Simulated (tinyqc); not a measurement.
Inside a calculation. Model: on-chip interconnect, size-dependent resistivity and RC delay.

Computed by the program tinyqc: `OMP_NUM_THREADS=1 python tinyqc.py 2100155 2100156 out.jsonl`, one thread of a shared Intel Xeon 2.30GHz, about 0.01 s for the whole run. Printed values are rounded.

A rectangular line between two neighbours and two ground planes. Surface and grain-boundary scattering are added to the bulk resistivity as corrections; capacitances are parallel-plate values without fringing; inductance is ignored.

Inputs (values chosen for the exercise); metal values close to those of cobalt:
```
symbol,value,unit,meaning
rho0,6.16,uohm cm,bulk resistivity
lam,12,nm,bulk mean free path
ps,0.2,,specular share of surface scattering
Rg,0.28,,reflection coefficient of grain boundaries
gr,1,,grain size over the metal width
wd,35,nm,drawn line width
AR,2.1,,"aspect ratio, height over width"
tl,0.5,nm,"liner on both walls and the bottom, not conducting"
sp,35,nm,space to the neighbouring lines
hd,67,nm,dielectric height to the planes above and below
ek,2.2,,relative permittivity of the dielectric
Mf,1,,Miller factor of the neighbours
Lw,330,um,line length
Rd,7000,ohm,driver resistance
Cl,0.066,fF,load capacitance
dt,100,ps,time step
```

Constants: eps0 = 8.8541878128e-12 F/m. Results are converted to the units shown.

## Resistivity, resistance and capacitance per length

Metal width x = wd - 2 tl, height y = AR wd - tl; grain boundaries (Mayadas-Shatzkes): al = (lam/(gr x)) Rg/(1 - Rg), g = 1/[1 - 3 al/2 + 3 al^2 - 3 al^3 ln(1 + 1/al)] - 1; surfaces (Fuchs-Sondheimer, thick limit): s = (3/8) lam (1 - ps)(1/x + 1/y); rho = rho0 (1 + g + s); r = rho/(x y); c = eps0 ek (2 wd/hd + 2 Mf AR wd/sp).

x = 34 nm
y = 73 nm
al = 0.137255
g = 0.198708
s = 0.155197
rho = 8.34006 uohm cm
r = 33.6022 ohm/um
c = 0.102164 fF/um

rho is 1.35 times the bulk value; grain boundaries add more (0.199 against 0.155). The liner takes 3.52 % of the cross-section.

## Ladder and Elmore delays

7 equal pi sections: series Rs = r Lw/7; node capacitances c Lw/7, halved at nodes 0 and 7, with Cl added to node 7; Rd feeds node 0. Elmore delay of node k: the sum, over the resistors on the path to k, of resistance times all capacitance downstream of it.

Rs = 1584.10 ohm

```
node   C (fF)  Elmore delay (ps)
0     2.40815            236.461
1     4.81631            286.158
2     4.81631            328.224
3     4.81631            362.662
4     4.81631            389.470
5     4.81631            408.648
6     4.81631            420.197
7     2.47415            424.116
```

The far-end value equals Rd (c Lw + Cl) + r Lw (c Lw/2 + Cl) for any number of pi sections; the line resistance contributes 44.2 % of it.

## Step 1: node voltages after a time step

v at t = 0, node 0 to 7 (V): [0, 0, 0, 0, 0, 0, 0, 0]

A 1 V step is applied behind Rd at t = 0. C dv/dt = -G v + b, with G the conductance matrix of the ladder (1/Rs between neighbours, 1/Rd added at node 0) and b = (1 V/Rd, 0, ...). Trapezoidal step: (C/dt + G/2) v(new) = (C/dt - G/2) v + b.

v at t = 1 dt, node 0 to 7 (V): [0.728957, 0.496936, 0.340742, 0.236542, 0.168437, 0.126033, 0.102861, 0.095384]

## Step 2: node voltages after a time step

As before.

v at t = 2 dt, node 0 to 7 (V): [0.501802, 0.542414, 0.514137, 0.460324, 0.404564, 0.359133, 0.330040, 0.319917]

## Course in time

A 1 V step is applied behind Rd at t = 0. C dv/dt = -G v + b, with G the conductance matrix of the ladder (1/Rs between neighbours, 1/Rd added at node 0) and b = (1 V/Rd, 0, ...). Trapezoidal step: (C/dt + G/2) v(new) = (C/dt - G/2) v + b. The last column solves the same ladder exactly by its modes.

Voltages (V):
```
t (ps)  node 0  node 3  node 7  node 7, exact
100.0    0.729  0.2365  0.0954         0.1222
200.0    0.502  0.4603  0.3199         0.3243
300.0    0.834  0.5500  0.4946         0.4838
400.0    0.701  0.6849  0.6027         0.6058
500.0    0.917  0.7412  0.7047         0.6990
600.0    0.813  0.8143  0.7709         0.7702
700.0    0.964  0.8518  0.8270         0.8245
800.0    0.879  0.8903  0.8679         0.8660
900.0    0.990  0.9154  0.8988         0.8977
1000     0.920  0.9350  0.9237         0.9219
1100     1.004  0.9519  0.9409         0.9403
1200     0.945  0.9613  0.9558         0.9544
```

The far end of the ladder reaches 0.5 V at 311.8 ps, 0.735 of its Elmore delay (ln 2 = 0.693 for a single pole); the slowest mode has a time constant of 370.8 ps. The largest error of the trapezoidal steps at that node is 27 mV. Node 0 swings up and down from step to step: the trapezoidal rule does not damp modes much faster than dt, so these swings are numerical.
